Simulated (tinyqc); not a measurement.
Inside a calculation. Method: Hubbard ring of 5 sites. One step of it, computed by the program tinyqc.

Question. Mean-field iteration 2. H(up) = T + U n(down), H(down) = T + U n(up); fill the lowest levels; n(new) = n + mixing (n(out) - n); E = tr T (rho up + rho down) + U sum n_up n_down of the output.

one-body matrix (hopping and site energies) (eV), order 1, 2, 3, 4, 5:
```
[[-0.400000, -1.490000, 0.000000, 0.000000, -1.490000],
 [-1.490000, 0.990000, -1.490000, 0.000000, 0.000000],
 [0.000000, -1.490000, -0.150000, -1.490000, 0.000000],
 [0.000000, 0.000000, -1.490000, -0.060000, -1.490000],
 [-1.490000, 0.000000, 0.000000, -1.490000, 0.340000]]
```

U = 9.700000 eV

electrons, up and down: [3, 2]

mixing = 1

n(up) after iteration 1: [0.958139, 0.074016, 0.924604, 0.106447, 0.936794]

n(down) after iteration 1: [0.076517, 0.869847, 0.092334, 0.915239, 0.046063]

Give: levels, up; levels, down; energy; n(up) after iteration 2; n(down) after iteration 2.

Answer.

levels, up (eV): [-1.2158, 0.3228, 1.7683, 9.2778, 9.9669]

levels, down (eV): [0.3463, 1.2547, 7.8502, 9.4636, 10.9051]

energy = -1.1003 eV

n(up) after iteration 2: [0.9741, 0.0494, 0.9496, 0.0587, 0.9682]

n(down) after iteration 2: [0.0362, 0.9322, 0.0581, 0.9460, 0.0275]
